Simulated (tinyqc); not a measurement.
Short-channel transistor, virtual-source model with series resistance: one step of the calculation.

The current per gate width is the charge at the top of the source barrier (the virtual source) times its velocity times a saturation function; al and be are fitting constants of the model. Units: I in uA/um, Rs in ohm um, so I Rs = 1e-6 I Rs in volts; Q in uC/cm^2, so I = 1e-4 Q vx0 Fsat with vx0 in cm/s.

Problem. What the series resistance costs. Intrinsic voltages Vg' = Vgs - I Rs, Vd' = Vds - 2 I Rs. n = n0 + nd Vd', VT = VT0 - dl Vd', Ff = 1/(1 + exp((Vg' - VT + al Vt/2)/(al Vt))), Q = Cinv n Vt ln(1 + exp((Vg' - VT + al Vt Ff)/(n Vt))), Vdsat = (vx0 L/mu)(1 - Ff) + Vt Ff, Fsat = u/(1 + u^be)^(1/be) with u = Vd'/Vdsat, and I = Q vx0 Fsat per width. I0 is the current for Rs = 0. Effective velocity I/Q; transit time L Q/I.

Inputs (values chosen for the exercise): temperature T = 250 K; inversion capacitance Cinv = 1.91 uF/cm^2; velocity at the virtual source vx0 = 1.95e7 cm/s; apparent mobility mu = 140 cm^2/(V s); channel length L = 20 nm; threshold at zero drain voltage VT0 = 0.359 V; drain-induced barrier lowering dl = 0.163 V/V; subthreshold factor n0 = 1.28; growth of n with drain voltage nd = 0.1 1/V; threshold shift (in units of Vt) from weak to strong inversion al = 3.5; sharpness of saturation be = 1.4; series resistance of each contact Rs = 200 ohm um; gate voltage Vgs = 0.55 V; drain voltage Vds = 0.7 V.

Constants: q = 1.602176634e-19 C, kB = 1.380649e-23 J/K, Vt = kB T/q. Results are converted to the units shown.

converged I = 508.80976 uA/um
I0 = 959.64620 uA/um

Give: loss against I0; effective velocity; transit time.

Solution.

loss against I0 = 46.979 %
effective velocity = 1.5246e7 cm/s
transit time = 0.13118 ps

The carriers leave the virtual source at 78.2 % of vx0.

Computed by the program tinyqc: `OMP_NUM_THREADS=1 python tinyqc.py 2380084 2380085 out.jsonl`, one thread of a shared Intel Xeon 2.30GHz, about 0.01 s for the whole run.
